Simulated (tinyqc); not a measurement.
# AlGaN/GaN HEMT with access regions, lumped model: several studies

A polarisation-induced electron sheet under a Schottky gate, in series with two ungated access regions and contacts. Drift law v = mu E/(1 + mu E/vs) under the gate. Currents in mA/mm, resistances in ohm mm. No self-heating, no channel-length modulation; fits for polarisation, barrier and offset are chosen for the exercise.

Inputs (values chosen for the exercise); values close to those of AlGaN/GaN structures: aluminium share of the barrier x = 0.27; barrier thickness d = 30 nm; relative permittivity of barrier and channel eps_r = 9.5; channel mobility mu = 1500 cm^2/(V s); saturation velocity vs = 1.4e7 cm/s; gate length Lg = 1 um; source access length Ls = 1.5 um; drain access length Ld = 1.5 um; resistance of each contact Rc = 0.27 ohm mm; share of the drain-access electrons removed by traps ft = 0; gate voltage Vg = -0.5 V; critical field Ec = 3.4 MV/cm; depth over which the depleted charge spreads te = 0.28 um; insulator under the field plate tf = 300 nm; relative permittivity of that insulator ei = 7.5.

Constants: q = 1.602176634e-19 C, eps0 = 8.8541878128e-14 F/cm where lengths are in cm. Results are converted to the units shown.

Each table varies one quantity; the others keep the values above.

## Effect of the gate length

sigma = (5e13 x + 1.6e13 x^2) cm^-2, phiB = 0.84 + 1.3 x, dEc = 0.7 (1.71 x + x^2) in volts, Cb = eps0 eps_r/d, VT = phiB - dEc - q sigma/Cb, access density n0 = -Cb VT/q. Access resistance R(L, n) = L/(q mu n sqrt(1 - (I/(q n vs))^2)); Rs = Rc + R(Ls, n0), Rd = Rc + R(Ld, (1 - ft) n0). Vg' = Vg - I Rs, Vd' = Vd - I (Rs + Rd); with u = Vg' - VT, Vc = vs Lg/mu and w the smaller of Vd' and Vc [sqrt(1 + 2 u/Vc) - 1] (0 if negative), the channel gives (mu Cb/Lg)(u w - w^2/2)/(1 + w/Vc). I equals that channel current. Isat is I at Vd = 10 V, gm = dIsat/dVg, Ron the limit of Vd/I at small Vd.

The same in every row: VT (V) = -7.564; n0 (cm^-2) = 1.324e13.

Effect of the gate length:
```
Lg (um),Ron (ohm mm),Isat (mA/mm),gm (mS/mm)
0.05,1.500,1868,250.0
0.09,1.513,1812,249.4
0.16,1.537,1740,247.9
0.29,1.581,1643,244.4
0.52,1.658,1522,238.1
0.93,1.796,1373,227.7
1.7,2.055,1189,211.2
3,2.493,994.0,189.6
```

What does the table show?

As Lg goes from 0.05 to 3 um, Ron rises from 1.50 to 2.49 ohm mm, Isat falls from 1870 to 994 mA/mm and gm falls from 250 to 190 mS/mm. The ceiling Cb vs is 393 mS/mm. In every row the power passes 5 W/mm, where self-heating, left out here, lowers the current.

## Field plate: effect of the aluminium share of the barrier

Off state: a depleted stretch that holds the voltage V has the peak field sqrt(k V), k = 2 q n0/(eps0 eps_r te), so one edge holds V1 = Ec^2/k. The sheet under the plate pinches off at Vf = q n0 (1/Cb + tf/(eps0 ei)); beyond it the gate edge is screened. BV = V1 if Vf >= V1, else Vf + V1, and at most Ec Ld.

The same in every row: Ec Ld (V) = 510.0.

Result of one run:
```
x,Vf (V),V1 (V),BV (V)
0.18,62.91,105.5,168.4
```

What becomes of these results when the aluminium share of the barrier x is changed from 0.18 to 0.26, all else the same?

Result of the changed run:
```
x,Vf (V),V1 (V),BV (V)
0.26,98.77,67.18,67.18
```

The whole series:
```
x,Vf (V),V1 (V),BV (V)
0.14,45.63,145.4,191.1
0.18,62.91,105.5,168.4
0.22,80.63,82.30,162.9
0.26,98.77,67.18,67.18
0.3,117.3,56.55,56.55
0.34,136.4,48.66,48.66
0.38,155.8,42.59,42.59
```

BV falls from 191 to 42.6 V. The plate helps (Vf < V1) in 3 of the 7 rows, and the access length caps BV in 0. More sheet charge lowers Ron but steepens the field, so V1 falls. For x = 0.34 to 0.38 the barrier is thick and rich enough in aluminium to relax or crack.

## Effect of the gate voltage

Same model as above.

The same in every row: VT (V) = -7.564; n0 (cm^-2) = 1.324e13.

Result of one run:
```
Vg (V),Ron (ohm mm),Isat (mA/mm),gm (mS/mm)
-6,3.003,188.0,172.2
```

What becomes of these results when the gate voltage Vg is changed from -6 to 1.5 V, all else the same?

Result of the changed run:
```
Vg (V),Ron (ohm mm),Isat (mA/mm),gm (mS/mm)
1.5,1.745,1800,218.9
```

The whole series:
```
Vg (V),Ron (ohm mm),Isat (mA/mm),gm (mS/mm)
-7.2,8.016,19.08,89.42
-6,3.003,188.0,172.2
-4.7,2.313,433.5,201.6
-3.5,2.068,684.4,215.2
-2.2,1.926,969.8,223.1
-1,1.845,1240,226.0
0.3,1.785,1533,224.8
1.5,1.745,1800,218.9
```

As Vg goes from -7.2 to 1.5 V, Ron falls from 8.02 to 1.75 ohm mm, Isat rises from 19.1 to 1800 mA/mm and gm goes from 89.4 through a maximum of 226 (at Vg = -1 V among the rows listed) to 219 mS/mm. The ceiling Cb vs is 393 mS/mm. For Vg = -3.5 to 1.5 V the power passes 5 W/mm, where self-heating, left out here, lowers the current. At Vg = 1.5 V Vg comes within 0.2 V of phiB or passes it, so at low drain current, as for Ron, the Schottky gate would conduct.

Numbers from tinyqc (`OMP_NUM_THREADS=1 python tinyqc.py 2570107 2570108 out.jsonl`; about 0.01 s on one thread of a shared Intel Xeon 2.30GHz).
